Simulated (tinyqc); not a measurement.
Inside a calculation. Model: competing polymorphs of an oxide film: bulk, surface, grain-boundary, dopant and field terms. Computed by tinyqc, a small Python program that keeps every step. Command: `OMP_NUM_THREADS=1 python tinyqc.py 3019861 3019862 out.jsonl polymorph walk`. One thread of a shared host (Intel(R) Xeon(R) Processor @ 2.30GHz), about 0.01 s of CPU time with the checks. Intermediate numbers are printed to about 6 digits and carried at full precision; extremes and crossings named in words are read from the listed rows.

Phases: monoclinic m (reference), polar orthorhombic o, tetragonal t. Free energies per formula unit (f.u.); 1 J/m^2 x angstrom^3/nm = 6.241509 meV.

Inputs (values chosen for the exercise, for a model oxide):

| quantity | value | unit |
|---|---|---|
| energy of the polar phase o over m | 62.9 | meV/f.u. |
| energy of the tetragonal phase t over m | 141 | meV/f.u. |
| entropy of o over m | 0.012 | meV/(f.u. K) |
| entropy of t over m | 0.052 | meV/(f.u. K) |
| surface energy of m | 3.46 | J/m^2 |
| surface energy of o | 3.02 | J/m^2 |
| surface energy of t | 2.79 | J/m^2 |
| grain-boundary energy over surface energy | 0.78 | - |
| volume per formula unit Omega | 33.2 | angstrom^3 |
| film thickness h | 6.7 | nm |
| grain radius R | 23 | nm |
| temperature T | 700 | K |
| dopant content x | 2.1 | % |
| shift of o per % of dopant | -6.4 | meV/f.u. |
| shift of t per % of dopant | -9.2 | meV/f.u. |
| polarisation of o | 44 | microcoulomb/cm^2 |
| field E | 1.3 | MV/cm |
| width sigma of ln R | 0.28 | - |
| interlayer thickness (SiO2) | 0.42 | nm |

Geometry: columnar grains in a film.

permittivities of m, o, t: 18  29  40

## Bulk terms

Bulk term b = H - T S + (shift) x, zero for m. The undoped bulk turns from m to t at T = H_t/S_t.

b (meV/f.u.): m 0.00, o 41.06, t 85.28

bulk m-t temperature = 2711.54 K

## Free energies of the grain

Area per volume: A = 2/h + f_b/R (two free faces; the side wall 2/R is shared by two grains and carries f_b gamma); G = b + gamma Omega A.

area per volume A = 0.332421 1/nm

G less G(m) (meV/f.u.): m 0.0000, o 10.7512, t 39.1280

G(o) - G(m) = 10.7512 meV/f.u.

G(t) - G(o) = 28.3768 meV/f.u.

The lowest phase is m, by 10.8 meV/f.u. over o, as in the bulk terms. Caution: this is an equilibrium ranking; real films often keep the phase that nucleates first on cooling from t.

## Crossing points

With G = b + gamma Omega A (b the bulk free energy per formula unit, A the area per volume), two phases i, j cross at A_ij = (b_j - b_i)/(Omega (gamma_i - gamma_j)); o has a window only if A_mo < A_ot.

A_mo = 0.450338 1/nm

A_ot = 0.927819 1/nm

A_mt = 0.614249 1/nm

o is lowest for A between 0.450 and 0.928 1/nm, m below and t above.

## Phase shares in a spread of grain sizes

Grain radii are log-normal by volume with median R and width sigma; the share with A above A* is that with radius below R*, R* = f_b/(A* - 2/h) (all grains if A* <= 2/h), share = (1/2) erfc[-ln(R*/R)/(sqrt 2 sigma)]. Effective permittivity of a layer of thickness h built of such grains, taken in parallel: sum of share x eps; EOT = interlayer + 3.9 h/eps.

volume shares: m 1.000000, o 0.000000, t 0.000000

share of o = 4.31471e-08

effective permittivity = 18.0000

equivalent oxide thickness = 1.87167 nm

One phase holds nearly all the volume.

## A field

The polar phase gains -P E Omega (1 microcoulomb/cm^2 x MV/cm x angstrom^3 = 0.006241509 meV); the dielectric term -(1/2) eps_0 (eps - 1) E^2 Omega is left out. Where t lies below o, o is reached at E_up = [G(o) - G(t)]/(P Omega), else 0.

gain P E Omega = 11.8529 meV/f.u.

G(t) - G(o) in the field = 40.2297 meV/f.u.

crossing field E_up = 0 MV/cm

o already lies below t. m lies lower than both at zero field, so this holds only while m is avoided.

## Thickness series

Bulk term b = H - T S + (shift) x, zero for m. The median radius is held at R.

Against thickness:

| h (nm) | A at R (1/nm) | share m | share o | share t | eps | EOT (nm) |
|---|---|---|---|---|---|---|
| 3 | 0.700580 | 0.00000 | 1.00000 | 0 | 29.0000 | 0.82345 |
| 4 | 0.533913 | 0.00000 | 1.00000 | 0 | 29.0000 | 0.95793 |
| 6 | 0.367246 | 1.00000 | 0.00000 | 0 | 18.0001 | 1.72000 |
| 8 | 0.283913 | 1.00000 | 0.00000 | 0 | 18.0000 | 2.15333 |
| 11 | 0.215731 | 1.00000 | 0.00000 | 0 | 18.0000 | 2.80333 |
| 15 | 0.167246 | 1.00000 | 0.00000 | 0 | 18.0000 | 3.67000 |
| 22 | 0.124822 | 1.00000 | 0.00000 | 0 | 18.0000 | 5.18667 |
| 35 | 0.091056 | 1.00000 | 0.00000 | 0 | 18.0000 | 8.00333 |

From 3 to 35 nm the share of t stays at 0.00 and that of m from 0.00 to 1.00; the largest share of o is 1.00. A at the median radius runs from 0.701 down to 0.091 1/nm, against the crossings A_mo = 0.450, A_ot = 0.928 and A_mt = 0.614; the majority phase is o in the thinnest film and m in the thickest.

## Dopant series

The formulas are those given above.

Against dopant content:

| x (%) | A_mo (1/nm) | A_ot (1/nm) | share m | share o | share t |
|---|---|---|---|---|---|
| 0.0 | 0.597745 | 1.05119 | 1.00000 | 0.00000 | 0 |
| 1.0 | 0.527551 | 0.99244 | 1.00000 | 0.00000 | 0 |
| 2.0 | 0.457357 | 0.93369 | 1.00000 | 0.00000 | 0 |
| 3.0 | 0.387163 | 0.87494 | 0.99970 | 0.00030 | 0 |
| 4.0 | 0.316970 | 0.81620 | 0.01494 | 0.98506 | 0 |
| 5.0 | 0.246776 | 0.75745 | 0.00000 | 1.00000 | 0 |
| 6.5 | 0.141485 | 0.66932 | 0.00000 | 1.00000 | 0 |
| 8.0 | 0.036194 | 0.58120 | 0.00000 | 1.00000 | 0 |
| 10.0 | -0.104194 | 0.46370 | 0.00000 | 1.00000 | 7.80695e-09 |

The dopant lowers t by 9.2 and o by 6.4 meV per %, so A_ot falls more slowly than A_mo. The share of o peaks at x = 5 % (1.00). t reaches only 0.00 at 10 %.

Checks made by the program: equal free energies at A_mt (relative difference below 1e-10).
